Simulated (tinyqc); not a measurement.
Hubbard chain of 4 sites, step by step. Computed by tinyqc, a small Python program that keeps every step. Settings: hopping = 1.62, U = 10.9, mixing = 1, iteration cap = 59. Command: `OMP_NUM_THREADS=1 python tinyqc.py 22016 22017 out.jsonl` (the two numbers bound the seeds that draw the settings). One thread of a shared host (Intel(R) Xeon(R) Processor @ 2.60GHz), about 0.3 s of CPU time with the checks. Later iterations appear only in the table of the cycle.

## Mean-field iteration 1

one-body matrix (hopping and site energies) (eV):
```
,1,2,3,4
1,0.0000,-1.6200,0.0000,0.0000
2,-1.6200,0.0000,-1.6200,0.0000
3,0.0000,-1.6200,0.0000,-1.6200
4,0.0000,0.0000,-1.6200,0.0000
```

U = 10.9000 eV

electrons, up and down: 2  2

mixing = 1

n(up) at the start (a guess, not normalised): 1 0.5500, 2 0.4500, 3 0.5500, 4 0.4500

n(down) at the start (a guess): 1 0.4500, 2 0.5500, 3 0.4500, 4 0.5500

H(up) = T + U n(down), H(down) = T + U n(up); fill the lowest levels; n(new) = n + mixing (n(out) - n); E = tr T (rho up + rho down) + U sum n_up n_down of the output.

levels, up (eV): 2.7727  4.3101  6.5899  8.1273

levels, down (eV): 2.7727  4.3101  6.5899  8.1273

energy = 2.7013 eV

n(up) after iteration 1: 1 0.7011, 2 0.3603, 3 0.6397, 4 0.2989

n(down) after iteration 1: 1 0.2989, 2 0.6397, 3 0.3603, 4 0.7011

## Mean-field iteration 2

As before.

levels, up (eV): 2.2345  3.2916  7.6084  8.6655

levels, down (eV): 2.2345  3.2916  7.6084  8.6655

energy = -0.1122 eV

n(up) after iteration 2: 1 0.9028, 2 0.1831, 3 0.8169, 4 0.0972

n(down) after iteration 2: 1 0.0972, 2 0.8169, 3 0.1831, 4 0.9028

## Convergence

Each step fills the lowest levels of T + U n(other spin) and sets n(new) = n + mixing (n(out) - n); stop when output and input agree to 1e-8.

Course of the cycle:
```
iteration,E (eV),largest |n(out) - n(in)|,mean |n_up - n_down|
1,2.701309,1.51e-01,0.3408
2,-0.112151,2.02e-01,0.7198
3,-1.325413,1.11e-01,0.8940
4,-1.420261,2.43e-02,0.9285
5,-1.422852,3.57e-03,0.9336
6,-1.422904,4.92e-04,0.9343
7,-1.422905,6.72e-05,0.9344
8,-1.422905,9.18e-06,0.9344
9,-1.422905,1.25e-06,0.9344
10,-1.422905,1.71e-07,0.9344
11,-1.422905,2.33e-08,0.9344
12,-1.422905,3.19e-09,0.9344
```

local moments n_up - n_down: 1 0.9558, 2 -0.9129, 3 0.9129, 4 -0.9558

Converged in 12 iterations. Before convergence this energy mixes input and output and is not variational, so it may rise towards its limit.

## Exact diagonalisation (36 states)

Lowest levels of the sector, and the double occupancy of the lowest state.

lowest levels (eV): -2.1061  -1.5210  -0.9062  -0.5967  -0.2756  0.0000

double occupancy per site = 0.0414

The mean-field solution above lies 0.6832 eV above the exact energy.

## The lowest level by Lanczos steps

From a random start vector (not printed): a_j = <q_j|H|q_j>, b_j = norm of the remainder after orthogonalising; the Ritz value is the lowest eigenvalue of the tridiagonal matrix of a and b so far.

Lanczos:
```
j,a_j (eV),b_j (eV),lowest Ritz value (eV)
1,7.3287,7.3452,7.328688
2,10.1286,8.6763,1.251240
3,13.6976,4.3011,-1.224249
4,9.3151,6.2023,-1.529476
5,9.6515,9.1838,-1.678334
6,13.1675,4.5417,-1.977258
7,12.5271,3.1261,-2.064173
8,7.2743,8.4956,-2.072543
9,12.0646,6.6021,-2.084881
10,13.3164,3.6208,-2.096703
```
